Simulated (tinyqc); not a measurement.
What a faster ramp buys: rapid thermal processing of a wafer: radiative balance, ramp and cooling, pattern effects, pyrometer error and spike budget. Computed by tinyqc, a small Python program. Command: `OMP_NUM_THREADS=1 python tinyqc.py 3113287 3113288 out.jsonl rtp walk`. One thread of a shared host (Intel(R) Xeon(R) Processor @ 2.30GHz), about 0.04 s of CPU time with the checks.

The wafer is opaque and uniform through its thickness unless said otherwise; temperatures in formulas are in kelvin (C + 273.15). sigma = 5.670374419e-12 W/(cm^2 K^4).

Inputs (values chosen for the exercise, modelled on a hot silicon wafer):
```
quantity,value,unit
wafer thickness d,725,micrometre
heat capacity per volume C,2.01,J/(cm^3 K)
thermal conductivity k,0.25,W/(cm K)
emissivity eps of each face,0.57,-
reflectivity of the chamber walls r,0.33,-
"gas heat-transfer coefficient h, both faces together",5.7,mW/(cm^2 K)
wall temperature T_w,350,K
process temperature,1110,C
starting temperature,500,C
ramp rate,370,K/s
activation energy of the process E_a,3.46,eV
```

Constants: k_B = 8.617333262e-05 eV/K.

Method:
- Effective emissivity between parallel grey plates: eps_eff = 1/(1/eps + 1/(1 - r) - 1). Loss per area q(T) = 2 eps_eff sigma (T^4 - T_w^4) + h (T - T_w).
- Absorbed power during a ramp = q(T) + C d x ramp rate; thermal time constant tau = C d/(dq/dT), dq/dT = 8 eps_eff sigma T^3 + h; natural cooling rate q/(C d); front-to-back difference under one-sided heating at the end of the ramp = (absorbed power) d/(2 k).
- Cooling with the lamps off: C d dT/dt = -q(T), integrated adaptively (relative tolerance 1e-10).
- Spike anneal: linear ramp to the peak, then lamps off. Equivalent time at the peak = int exp(-(E_a/k_B)(1/T - 1/T_peak)) dt; estimate (k_B T^2/E_a)(1/ramp rate + 1/cooling rate). The ramp part uses 4000 trapezoid steps, the cooling part 4000 steps over 4 tau.

time constant tau = 2.46481 s

holding power q = 24.2859 W/cm^2

natural cooling rate = 166.656 K/s

Against the ramp rate:
```
ramp (K/s),ramp part (s),cooling part (s),total (s),power at the peak (W/cm^2)
10,4.4664,0.29912,4.7655,25.74
25,1.7865,0.29912,2.0857,27.93
50,0.8933,0.29912,1.1924,31.57
100,0.4466,0.29912,0.7458,38.86
250,0.1787,0.29912,0.4778,60.72
500,0.0893,0.29912,0.3884,97.15
1000,0.0447,0.29912,0.3438,170.01
```

From 10 to 100 K/s the total falls by a factor 6.4, from 100 to 1000 K/s by 2.17: the cooling part, 0.299 s, is a floor, and the natural cooling rate here is 167 K/s.

Extremes, crossings and ranges named in words are read from the listed rows.
